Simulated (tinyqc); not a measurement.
What moves the results: short-period [001] superlattice in sp3s* tight binding. A value that a table varies takes the place of the one given here.

Planes alternate anion, cation along [001], a/4 apart; at zero in-plane momentum s, pz, s* form one block. All levels of A are shifted so that its Ev (lower root of [[Epa, Vxx], [Vxx, Epc]]) is 0, and those of B so that its Ev is -dEv. A monolayer is an anion plane and the cation plane above it; an anion between unlike cations takes the mean of the two anion levels; each bond takes the couplings of its cation. Block from an anion to the cation above: U with Vss/2 (s,s), Vsapc/2 (s,z), -Vscpa/2 (z,s), Vxx/2 (z,z), Vxapc/2 (s*,z), -Vpaxc/2 (z,s*); to the cation below: the same with the s-z and s*-z signs reversed. The cell of n + m monolayers is closed with the phase exp(2 pi i q). No spin-orbit coupling. In this block 2 (n + m) levels are filled.

For the two lowest empty levels at q = 0: energy, share of the cation weight on A, and Gamma character, the share of the cation amplitudes with Fourier index |j|/(n + m) < 1/4 along the stack (near 1: Gamma-like, near 0: folded from X).

Inputs chosen for the exercise (A near a published set for GaAs, B for AlAs; shifted at random, so the results belong to these values and not to a real crystal): pA = (-8.345, 1.041, -2.653, 3.663, 8.574, 6.729, -6.461, 1.953, 5.073, 4.486, 5.793, 4.856, 4.808) eV (order Esa, Epa, Esc, Epc, Exa, Exc, Vss, Vxx, Vxy, Vsapc, Vscpa, Vxapc, Vpaxc); pB = (-7.534, 0.983, -1.166, 3.588, 7.476, 6.71, -6.658, 1.88, 4.287, 5.103, 5.501, 4.513, 5.01) eV (the same for B); dEv = 0.57 eV (valence offset: Ev(B) lies this far below Ev(A)); a = 5.657 angstrom (lattice constant, taken common; strain is left out); nw = 14 (monolayers of A); n2 = 4 (monolayers of A); m2 = 7 (monolayers of B).

## Equal layers of growing thickness

n = m.

Lowest empty levels:
```
n = m  layer (angstrom)  E1 (eV)  on A  Gamma  E2 (eV)  on A  Gamma
2                   5.7   1.8497  0.39   0.02   1.9380  0.69   0.91
3                   8.5   1.8109  0.16   0.00   1.9062  0.73   0.93
4                  11.3   1.7690  0.10   0.02   1.8817  0.76   0.96
6                  17.0   1.7316  0.04   0.02   1.7877  0.09   0.00
8                  22.6   1.7198  0.03   0.02   1.7436  0.03   0.00
10                 28.3   1.7113  0.86   0.89   1.7173  0.14   0.15
12                 33.9   1.6817  0.96   0.99   1.7127  0.01   0.00
14                 39.6   1.6594  0.97   1.00   1.7087  0.00   0.00
18                 50.9   1.6299  0.98   1.00   1.7057  0.00   0.00
```

At zero in-plane momentum (the in-plane X valleys are left out) the lowest level is X-like for n = 2, 3, 4, 6 and 8 and Gamma-like for the others (a Gamma weight between about 0.35 and 0.65 marks an even mixture, at the crossover). Thin layers push the light Gamma electron up past the heavy X electron, whose share on A runs from 0.03 to 0.39, so for n = 3, 4, 6 and 8 it lies apart from the holes in A (type II); the crossover lies between n = 8 and 10. The crossover moves with dEv and with the electron mass, which this model makes too heavy, so it comes at thinner layers than in the real system. At n = 18 the lowest level lies 0.069 eV above the lowest bulk edge of the two crystals, with 98 % of its cation weight on A.

## Miniband width against barrier thickness

nw monolayers of A and m of B; lowest empty level at q = 0 and q = 1/2. The decay constant is ln(width(4)/width(6)) over two monolayers, each a/2 thick.

Lowest miniband:
```
m  E(q = 0) (eV)  E(q = 1/2) (eV)  width (meV)  Gamma character
1         1.6012           1.7073      106.163             0.99
2         1.6262           1.6898       63.596             1.00
3         1.6399           1.6780       38.090             1.00
4         1.6477           1.6709       23.207             0.99
5         1.6527           1.6662       13.583             1.00
6         1.6553           1.6637        8.388             0.99
8         1.6580           1.6610        2.969             1.00
```

decay constant = 0.1799 1/angstrom

The width falls from 106.2 to 2.97 meV, as exp(-kappa d) with kappa = 0.180 1/angstrom, which stands for the decay constant of the barrier at this energy: each monolayer costs a factor 1.66. The level at q = 0 rises by 57 meV towards that of a single well.

## What each change does

A cell with n = n2 and m = m2. Each row changes one parameter from the base and keeps the others.

Results:
```
case           E1 (eV)  A share 1  Gamma 1  E2 (eV)  A share 2  Gamma 2
base            1.7248       0.01     0.00   1.7617       0.06     0.00
n2 = 6          1.7248       0.01     0.00   1.7609       0.08     0.02
m2 = 9          1.7181       0.00     0.00   1.7311       0.02     0.00
dEv = 0.67 eV   1.6257       0.01     0.00   1.6678       0.04     0.00
```

The largest shifts from the base row, up to three for each result and ties (the steps differ in size, so this ranks the rows, not the parameters). E1 (eV): dEv -0.0990, m2 -0.0067; unchanged at the printed digits by n2. A share 1: m2 -0.01; unchanged at the printed digits by n2 and dEv. Gamma 1: unchanged at the printed digits by n2, m2 and dEv. E2 (eV): dEv -0.0939, m2 -0.0306, n2 -0.0008. A share 2: m2 -0.04, dEv -0.02, n2 +0.02. Gamma 2: n2 +0.02; unchanged at the printed digits by m2 and dEv.

Program tinyqc; command `OMP_NUM_THREADS=1 python tinyqc.py 1482257 1482258 out.jsonl`; about 0.4 s on one thread of a shared Intel(R) Xeon(R) Processor @ 2.30GHz.
